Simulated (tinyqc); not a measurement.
Inside a calculation. Method: CCSD on RHF in the 3-21g basis, for H2, spin multiplicity 1. Computed by tinyqc, a small Python program that keeps every step (integrals from PySCF). Settings: charge = 0, multiplicity = 1, basis = 3-21g, method = RHF, energy threshold = 1e-10, iteration cap = 58, orthogonalisation = canonical, start = Wolfsberg-Helmholz matrix, DIIS depth = 6, amplitude equations = CCSD, DIIS depth for amplitudes = 0, cap on updates = 85. Command: `OMP_NUM_THREADS=1 python tinyqc.py 25138 25139 out.jsonl` (the two numbers bound the seeds that draw the settings). One thread of a shared host (Intel(R) Xeon(R) Processor @ 2.60GHz), about 0.2 s of CPU time with the checks. The early iterations of the SCF are left out here.

## One-electron integrals

Geometry (angstrom):
```
atom         x         y         z
H     0.000000  0.000000  0.000000
H     0.000000  0.000000  0.653000
```

Basis 3-21g: exponents (1/bohr^2) and contraction coefficients of normalised primitives:
```
element  l (shell)  exponent  coefficient
H            s (1)  5.447178     0.156285
H            s (1)  0.824547     0.904691
H            s (2)  0.183192     1.000000
```

Overlap, kinetic and nuclear-attraction integrals over the contracted functions; the nuclear repulsion is the sum of Za Zb / Rab.

nuclear repulsion = 0.81037858 hartree

overlap S, order 1H 1s, 1H 2s, 2H 1s, 2H 2s:
```
[[1.000000, 0.645899, 0.490058, 0.513019],
 [0.645899, 1.000000, 0.513019, 0.869814],
 [0.490058, 0.513019, 1.000000, 0.645899],
 [0.513019, 0.869814, 0.645899, 1.000000]]
```

kinetic energy T (hartree), order 1H 1s, 1H 2s, 2H 1s, 2H 2s:
```
[[1.549405, 0.293152, 0.339593, 0.196969],
 [0.293152, 0.274788, 0.196969, 0.216790],
 [0.339593, 0.196969, 1.549405, 0.293152],
 [0.196969, 0.216790, 0.293152, 0.274788]]
```

nuclear attraction V (hartree), order 1H 1s, 1H 2s, 2H 1s, 2H 2s:
```
[[-2.514697, -1.266453, -1.236291, -1.041611],
 [-1.266453, -1.257707, -1.041611, -1.135169],
 [-1.236291, -1.041611, -2.514697, -1.266453],
 [-1.041611, -1.135169, -1.266453, -1.257707]]
```

core Hamiltonian H = T + V (hartree), order 1H 1s, 1H 2s, 2H 1s, 2H 2s:
```
[[-0.965293, -0.973301, -0.896698, -0.844642],
 [-0.973301, -0.982919, -0.844642, -0.918379],
 [-0.896698, -0.844642, -0.965293, -0.973301],
 [-0.844642, -0.918379, -0.973301, -0.982919]]
```

## Two-electron integrals

Functions are numbered as in S; the eight-fold symmetry (ij|kl) = (ji|kl) = (kl|ij) leaves the list below.

Two-electron integrals (ij|kl) in chemists' order, unique and non-zero (hartree):
```
(11|11) 1.140145   (21|11) 0.611403   (21|21) 0.345152   (22|11) 0.626370
(22|21) 0.380329   (22|22) 0.482957   (31|11) 0.479748   (31|21) 0.269361
(31|22) 0.293158   (31|31) 0.254904   (32|11) 0.385011   (32|21) 0.229155
(32|22) 0.275594   (32|31) 0.223353   (32|32) 0.217214   (33|11) 0.738162
(33|21) 0.444999   (33|22) 0.540627   (33|31) 0.479748   (33|32) 0.480040
(33|33) 1.140145   (41|11) 0.480040   (41|21) 0.271709   (41|22) 0.300722
(41|31) 0.223353   (41|32) 0.193282   (41|33) 0.385011   (41|41) 0.217214
(42|11) 0.524202   (42|21) 0.319705   (42|22) 0.410518   (42|31) 0.264770
(42|32) 0.258769   (42|33) 0.524202   (42|41) 0.258769   (42|42) 0.365393
(43|11) 0.444999   (43|21) 0.269001   (43|22) 0.333615   (43|31) 0.269361
(43|32) 0.271709   (43|33) 0.611403   (43|41) 0.229155   (43|42) 0.319705
(43|43) 0.345152   (44|11) 0.540627   (44|21) 0.333615   (44|22) 0.441571
(44|31) 0.293158   (44|32) 0.300722   (44|33) 0.626370   (44|41) 0.275594
(44|42) 0.410518   (44|43) 0.380329   (44|44) 0.482957
```

## Orthogonalisation

S = U s U^T; canonical form X = U s^(-1/2), so that X^T S X = 1. Each column of U has its largest component positive (the first on a tie).

eigenvalues of S: [0.088308, 0.505567, 0.551820, 2.854305]

X, order 1H 1s, 1H 2s, 2H 1s, 2H 2s:
```
[[-0.715233, 0.757923, 0.907870, 0.270971],
 [2.269454, -0.643850, 0.286121, 0.318980],
 [0.715233, 0.757923, -0.907870, 0.270971],
 [-2.269454, -0.643850, -0.286121, 0.318980]]
```

## Iteration 8 (converged): orbitals

converged F (hartree), order 1H 1s, 1H 2s, 2H 1s, 2H 2s:
```
[[0.020602, -0.543068, -0.580552, -0.557585],
 [-0.543068, -0.362217, -0.557585, -0.401137],
 [-0.580552, -0.557585, 0.020602, -0.543068],
 [-0.557585, -0.401137, -0.543068, -0.362217]]
```

Diagonalise F' = X^T F X, C = X C', fill 1 alpha and 1 beta electrons from the bottom; D = 2 C_occ C_occ^T. Each column has its largest component positive (the first on a tie).

F' = X^T F X (hartree):
```
[[0.921704, 0.000000, -0.676280, 0.000000],
 [0.000000, 0.872216, 0.000000, -0.064594],
 [-0.676280, 0.000000, 1.012432, 0.000000],
 [0.000000, -0.064594, 0.000000, -0.618107]]
```

orbital energies (hartree): [-0.620902, 0.289269, 0.875010, 1.644868]

coefficients C, order 1H 1s, 1H 2s, 2H 1s, 2H 2s:
```
[[0.303476, 0.097710, 0.745503, -1.151624],
 [0.290855, 1.853009, -0.657035, 1.341136],
 [0.303476, -0.097710, 0.745503, 1.151624],
 [0.290855, -1.853009, -0.657035, -1.341136]]
```

D after iteration 8, order 1H 1s, 1H 2s, 2H 1s, 2H 2s:
```
[[0.184196, 0.176535, 0.184196, 0.176535],
 [0.176535, 0.169193, 0.176535, 0.169193],
 [0.184196, 0.176535, 0.184196, 0.176535],
 [0.176535, 0.169193, 0.176535, 0.169193]]
```

## Convergence

Stop when the energy changes by less than 1e-10 hartree and every element of the error matrix X^T (F D S - S D F) X is below 3e-06.

Course of the cycle:
```
iteration  E (hartree)     change  largest element of the error matrix
1          -1.10881241          -                             1.46e-01
2          -1.11688091  -8.07e-03                             2.03e-02
3          -1.11704044  -1.60e-04                             4.81e-05
4          -1.11704044  -7.39e-10                             2.03e-05
5          -1.11704044  -9.60e-11                             1.29e-05
6          -1.11704044  -2.99e-11                             9.43e-06
7          -1.11704044  -1.31e-11                             7.44e-06
8          -1.11704044  -2.16e-11                             6.94e-09
```

PySCF RHF in the same basis = -1.11704044 hartree

Converged in 8 iterations.

## Integrals over molecular orbitals

(pq|rs) = sum C_ip C_jq C_kr C_ls (ij|kl), one index at a time.

one-electron integrals over orbitals h = C^T H C (hartree):
```
[[-1.306517, 0.000000, -0.179246, 0.000000],
 [0.000000, -0.537702, 0.000000, 0.210049],
 [-0.179246, 0.000000, -0.149385, 0.000000],
 [0.000000, 0.210049, 0.000000, 0.380737]]
```

Two-electron integrals over orbitals (pq|rs), unique and non-zero (hartree):
```
(11|11) 0.685616    (21|21) 0.079553    (22|11) 0.453262    (22|22) 0.406183
(31|11) 0.179246    (31|22) 0.049472    (31|31) 0.120137    (32|21) -0.024689
(32|32) 0.037779    (33|11) 0.572266    (33|22) 0.403578    (33|31) 0.133891
(33|33) 0.505761    (41|21) -0.078507   (41|32) -0.017030   (41|41) 0.140046
(42|11) -0.144278   (42|22) -0.053354   (42|31) -0.073717   (42|33) -0.101041
(42|42) 0.066073    (43|21) -0.080240   (43|32) 0.001991    (43|41) 0.122169
(43|43) 0.124277    (44|11) 0.702088    (44|22) 0.465145    (44|31) 0.213449
(44|33) 0.593415    (44|42) -0.169630   (44|44) 0.785331
```

## CCSD: starting amplitudes

t_ij^ab = <ij||ab> / (e_i + e_j - e_a - e_b), whose energy is MP2.

Starting amplitudes (spin orbitals 1a, 1b, ...; amplitudes related by a flip of all spins are not repeated):
```
from      to          t
1a 1b  2a 2b  -0.043702
1a 1b  3a 3b  -0.040155
1a 1b  4a 4b  -0.030905
1a 1b  2a 4b   0.024719
```

correlation energy = -0.01651014 hartree

## CCSD: amplitude update 1

t_i^a D_i^a and t_ij^ab D_ij^ab are set to the remaining terms of the spin-orbital equations, evaluated with the old amplitudes; for the doubles these are <ij||ab> + 1/2 <ab||ef> t_ij^ef + 1/2 <mn||ij> t_mn^ab + P(ij)P(ab) <mb||ej> t_im^ae + terms in t^2 + terms with t1, D the orbital-energy denominators.

Amplitudes after update 1 (spin orbitals 1a, 1b, ...; amplitudes related by a flip of all spins are not repeated):
```
from      to          t
1a 1b  2a 2b  -0.059102
1a 1b  3a 3b  -0.049639
1a 1b  4a 4b  -0.036705
1a 1b  2a 4b   0.033970
1a        3a   0.002193
```

correlation energy = -0.02113889 hartree

## CCSD: amplitude update 2

As before.

Amplitudes after update 2 (spin orbitals 1a, 1b, ...; amplitudes related by a flip of all spins are not repeated):
```
from      to          t
1a 1b  2a 2b  -0.064694
1a 1b  3a 3b  -0.051744
1a 1b  4a 4b  -0.037799
1a 1b  2a 4b   0.037326
1a        3a   0.003182
```

correlation energy = -0.02251599 hartree

## CCSD: convergence

E_corr = 1/4 sum <ij||ab> t_ij^ab + 1/2 sum <ij||ab> t_i^a t_j^b; stop when the norm of the change is below 1e-8.

Course of the amplitude iterations:
```
update  correlation energy (hartree)  norm of the change
0                        -0.01651014                   -
1                        -0.02113889            4.62e-02
2                        -0.02251599            1.55e-02
3                        -0.02295160            5.49e-03
4                        -0.02309628            2.00e-03
5                        -0.02314608            7.42e-04
6                        -0.02316365            2.77e-04
7                        -0.02316997            1.03e-04
8                        -0.02317227            3.87e-05
9                        -0.02317311            1.45e-05
10                       -0.02317342            5.42e-06
11                       -0.02317354            2.03e-06
12                       -0.02317358            7.60e-07
13                       -0.02317360            2.84e-07
14                       -0.02317360            1.06e-07
15                       -0.02317361            3.99e-08
16                       -0.02317361            1.49e-08
17                       -0.02317361            5.59e-09
```

Converged amplitudes (spin orbitals 1a, 1b, ...; amplitudes related by a flip of all spins are not repeated):
```
from      to          t
1a 1b  2a 2b  -0.068030
1a 1b  3a 3b  -0.052227
1a 1b  2a 4b   0.039216
1a 1b  4a 4b  -0.038069
1a        3a   0.003721
```

CCSD total energy = -1.14021405 hartree

T1 diagnostic, norm of the one-spin t1 over sqrt(correlated electrons) = 0.002631

Converged in 17 updates.
